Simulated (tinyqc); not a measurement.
# Interface traps from C-V curves, high-low and Terman methods, step by step

Computed by the program tinyqc: `OMP_NUM_THREADS=1 python tinyqc.py 2030116 2030117 out.jsonl`, one thread of a shared Intel Xeon 2.30GHz, about 0.01 s for the whole run. Printed values are rounded.

MOS capacitor on an n-type substrate; psi is the band bending, negative in depletion; only majority carriers are counted. At the bending psi the Fermi level lies y = xi - psi below the conduction edge at the surface, xi = Vt ln(Nc/Nd). Dit(y) = D0 + D1 exp(-y/E1); traps fill up to the Fermi level, follow the bias and a slow signal, and do not follow a fast one. V is the gate voltage from flat band.

Parameters, values chosen for the exercise; band and dielectric values close to those of silicon:

| symbol | value | unit | meaning |
|---|---|---|---|
| T | 250 | K | temperature |
| eps_r | 11.8 |  | relative permittivity |
| Nc | 2.12e19 | cm^-3 | conduction-band density of states at T |
| Nd | 1.8e17 | cm^-3 | donor density |
| EOT | 15 | nm | equivalent oxide thickness |
| D0 | 3.8e11 | cm^-2 eV^-1 | trap density far from the band edge |
| D1 | 4.8e12 | cm^-2 eV^-1 | band-tail density at the conduction edge |
| E1 | 0.12 | eV | decay energy of the tail |
| n | 10 |  | points |
| pa | -0.72 | V | deepest band bending |
| pb | -0.032 | V | shallowest band bending |

Constants: q = 1.602176634e-19 C, kB = 1.380649e-23 J/K, Vt = kB T/q, eps0 = 8.8541878128e-14 F/cm where lengths are in cm. Results are converted to the units shown.

Range of the model: Traps more than about 25 kB T below the conduction edge emit electrons too slowly to follow an ordinary sweep, so the deepest points are idealised.

## The curves

Cox = 3.9 eps0/EOT, LD = sqrt(eps0 eps_r Vt/(q Nd)), u = psi/Vt, Cd = (eps0 eps_r/(sqrt(2) LD)) |exp(u) - 1|/sqrt(exp(u) - u - 1). Ideal V0 = psi - sqrt(2) (eps0 eps_r Vt/LD) sqrt(exp(u) - u - 1)/Cox for psi < 0; the traps add dV = (q/Cox) times the integral of Dit from 0 to psi = (q/Cox) [D0 psi + D1 E1 exp(-xi/E1) (exp(psi/E1) - 1)]. 1/C_HF = 1/Cox + 1/Cd, 1/C_LF = 1/Cox + 1/(Cd + q Dit). Take n equally spaced psi from pa to pb.

```
point    psi (V)    y (eV)  Dit (cm^-2 eV^-1)    V0 (V)     V (V)  C_HF (nF/cm^2)  C_LF (nF/cm^2)
0      -0.720000  0.822736         3.85054e11  -1.61119  -1.97148         89.6636         109.425
1      -0.643556  0.746291         3.89557e11  -1.48456  -1.82426         92.8558         111.981
2      -0.567111  0.669847         3.98071e11  -1.35474  -1.67351         96.5101         115.041
3      -0.490667  0.593403         4.14170e11  -1.22104  -1.51824         100.765         118.819
4      -0.414222  0.516958         4.44611e11  -1.08244  -1.35689         105.829         123.645
5      -0.337778  0.440514         5.02171e11  -0.93744  -1.18686         112.039         130.014
6      -0.261333  0.364069         6.11010e11  -0.78351  -1.00362         119.998         138.640
7      -0.184889  0.287625         8.16810e11  -0.61587  -0.79858         130.936         150.481
8      -0.108444  0.211180         1.20595e12  -0.42305  -0.55304         147.857         166.873
9      -0.032000  0.134736         1.94177e12  -0.16405  -0.21237         177.052         189.695
```

Cox = 230.209 nF/cm^2

At the deepest bending the traps stretch the gate voltage from -1.61 to -1.97 V.

## High-low extraction

q Dit = (1/C_LF - 1/Cox)^(-1) - (1/C_HF - 1/Cox)^(-1) at each point.

Dit by high-low, point 0 to 9 (cm^-2 eV^-1): 3.85054e11  3.89557e11  3.98071e11  4.14170e11  4.44611e11  5.02171e11  6.11010e11  8.16810e11  1.20595e12  1.94177e12

With a true high-frequency curve this returns Dit exactly.

## Terman extraction

psi at each point follows from C_HF and the ideal curve. Dit = (Cox/q) d(V - V0)/dpsi by central differences over the two neighbours.

Dit by Terman, point 1 to 8 (cm^-2 eV^-1): 3.90217e11  3.99318e11  4.16529e11  4.49071e11  5.10604e11  6.26955e11  8.46959e11  1.26296e12

The differences overstate the curved tail; the largest error is 4.7 %, at point 8.
